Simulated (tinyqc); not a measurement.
Quasiparticle equation with a plasmon-pole self-energy for two band edges: one step. Linearised one-shot correction. Five cases, with inputs chosen for the exercise.

Task: Evaluate Sc and its slope at the mean-field energy; E = e + Z (X + Sc).

For each edge E = e + X + Sc(E), with the correlation part Sc(E) = A[0]/(E - a + w) + A[1]/(E - b - w); a and b are the valence and conduction energies that enter the Green function (a = ev, b = ec in the one-shot scheme). Z = 1/(1 - dSc/dE), dSc/dE = -A[0]/(E - a + w)^2 - A[1]/(E - b - w)^2.

Case 1.

Values chosen (scales of the order of those of Si; the results hold for these values, not for the real material): ev = 0 eV (mean-field valence top); ec = 0.6 eV (mean-field conduction edge); w = 16.1 eV (pole energy); Av = (43.2, 18.8) eV^2 (weights of the valence state on the hole and electron poles); Ac = (23.1, 44.4) eV^2 (the same for the conduction state); Xv = -1.94 eV (exchange minus the mean-field potential, valence); Xc = 1.72 eV (the same, conduction).

Case 2.

Values chosen (scales of the order of those of SiO2; the results hold for these values, not for the real material): ev = 0 eV (mean-field valence top); ec = 5.45 eV (mean-field conduction edge); w = 20.8 eV (pole energy); Av = (66, 38.6) eV^2 (weights of the valence state on the hole and electron poles); Ac = (37.5, 74.1) eV^2 (the same for the conduction state); Xv = -3.26 eV (exchange minus the mean-field potential, valence); Xc = 4.57 eV (the same, conduction).

Case 3.

Values chosen (scales of the order of those of AlN; the results hold for these values, not for the real material): ev = 0 eV (mean-field valence top); ec = 4.35 eV (mean-field conduction edge); w = 17.5 eV (pole energy); Av = (42, 16.9) eV^2 (weights of the valence state on the hole and electron poles); Ac = (15.2, 39.7) eV^2 (the same for the conduction state); Xv = -2.63 eV (exchange minus the mean-field potential, valence); Xc = 2.9 eV (the same, conduction).

Case 4.

Values chosen (scales of the order of those of diamond; the results hold for these values, not for the real material): ev = 0 eV (mean-field valence top); ec = 4.04 eV (mean-field conduction edge); w = 25.9 eV (pole energy); Av = (120.2, 80.1) eV^2 (weights of the valence state on the hole and electron poles); Ac = (72.1, 140.3) eV^2 (the same for the conduction state); Xv = -2.86 eV (exchange minus the mean-field potential, valence); Xc = 3.77 eV (the same, conduction).

Case 5.

Values chosen (scales of the order of those of SiC; the results hold for these values, not for the real material): ev = 0 eV (mean-field valence top); ec = 2.09 eV (mean-field conduction edge); w = 20.2 eV (pole energy); Av = (99.3, 50.3) eV^2 (weights of the valence state on the hole and electron poles); Ac = (36.7, 87) eV^2 (the same for the conduction state); Xv = -3.26 eV (exchange minus the mean-field potential, valence); Xc = 3.65 eV (the same, conduction).

Give: Terms; gap; gap with Z = 1.

Result:

Case 1.

Terms:
```
edge        Sc (eV)   dSc/dE       Z  X + Sc (eV)   E (eV)
valence      1.5575  -0.2341  0.8103      -0.3825  -0.3100
conduction  -1.3745  -0.2541  0.7974       0.3455   0.8755
```

gap = 1.1854 eV
gap with Z = 1 = 1.3280 eV

The gap opens by 0.585 eV, 53 % of it by lowering the valence top. Setting Z = 1 would overshoot by 0.143 eV. X and Sc have opposite signs and are each larger than the sum they leave, so both must be converged well.

Case 2.

Terms:
```
edge        Sc (eV)   dSc/dE       Z  X + Sc (eV)   E (eV)
valence      1.7026  -0.2086  0.8274      -1.5574  -1.2886
conduction  -2.1339  -0.2257  0.8159       2.4361   7.4375
```

gap = 8.7261 eV
gap with Z = 1 = 9.4435 eV

The gap opens by 3.276 eV, 39 % of it by lowering the valence top. Setting Z = 1 would overshoot by 0.717 eV.

Case 3.

Terms:
```
edge        Sc (eV)   dSc/dE       Z  X + Sc (eV)   E (eV)
valence      1.6265  -0.1725  0.8528      -1.0035  -0.8558
conduction  -1.5729  -0.1615  0.8610       1.3271   5.4926
```

gap = 6.3484 eV
gap with Z = 1 = 6.6805 eV

The gap opens by 1.998 eV, 43 % of it by lowering the valence top. Setting Z = 1 would overshoot by 0.332 eV. X and Sc have opposite signs and are each larger than the sum they leave, so both must be converged well.

Case 4.

Terms:
```
edge        Sc (eV)   dSc/dE       Z  X + Sc (eV)   E (eV)
valence      1.9656  -0.2685  0.7883      -0.8944  -0.7051
conduction  -3.0088  -0.2896  0.7754       0.7612   4.6302
```

gap = 5.3353 eV
gap with Z = 1 = 5.6956 eV

The gap opens by 1.295 eV, 54 % of it by lowering the valence top. Setting Z = 1 would overshoot by 0.360 eV. X and Sc have opposite signs and are each larger than the sum they leave, so both must be converged well.

Case 5.

Terms:
```
edge        Sc (eV)   dSc/dE       Z  X + Sc (eV)   E (eV)
valence      2.6592  -0.3446  0.7437      -0.6008  -0.4468
conduction  -2.6605  -0.2871  0.7770       0.9895   2.8588
```

gap = 3.3056 eV
gap with Z = 1 = 3.6803 eV

The gap opens by 1.216 eV, 37 % of it by lowering the valence top. Setting Z = 1 would overshoot by 0.375 eV. X and Sc have opposite signs and are each larger than the sum they leave, so both must be converged well.

Computed by tinyqc, one run a case: `OMP_NUM_THREADS=1 python tinyqc.py N N+1 out.jsonl` with N = 1850832, 1850862, 1851010, 1851131, 1880008; one thread of a shared Intel(R) Xeon(R) Processor @ 2.30GHz, about 0.02 s a run at most.
